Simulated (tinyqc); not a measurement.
Worked calculation: power iteration on a symmetric matrix. One step of it, computed by the program tinyqc.

Task: Step 2. w = (A - shift) v; v' = w/|w| with its largest component positive (the first on a tie); lambda = v'^T A v'.

A:
$$\begin{pmatrix}
0.244000 & -0.946000 & 0.006000 & 0.239000 & 0.959000 & -0.939000 \\
-0.946000 & 0.246000 & 0.038000 & 1.181000 & 0.854000 & 0.647000 \\
0.006000 & 0.038000 & 1.038000 & 0.134000 & -0.610000 & -0.435000 \\
0.239000 & 1.181000 & 0.134000 & 1.187000 & 0.728000 & -0.766000 \\
0.959000 & 0.854000 & -0.610000 & 0.728000 & 2.149000 & 0.009000 \\
-0.939000 & 0.647000 & -0.435000 & -0.766000 & 0.009000 & 3.190000
\end{pmatrix}$$

vector after step 1: [-0.607690, 0.053849, -0.443988, 0.237745, 0.610921, -0.030694]

shift = 1.820000

Give: vector after step 2; Rayleigh quotient after step 2.

Result:

vector after step 2: [0.7478, 0.5961, 0.0086, 0.0838, 0.0512, 0.2752]

Rayleigh quotient after step 2 = -0.2953
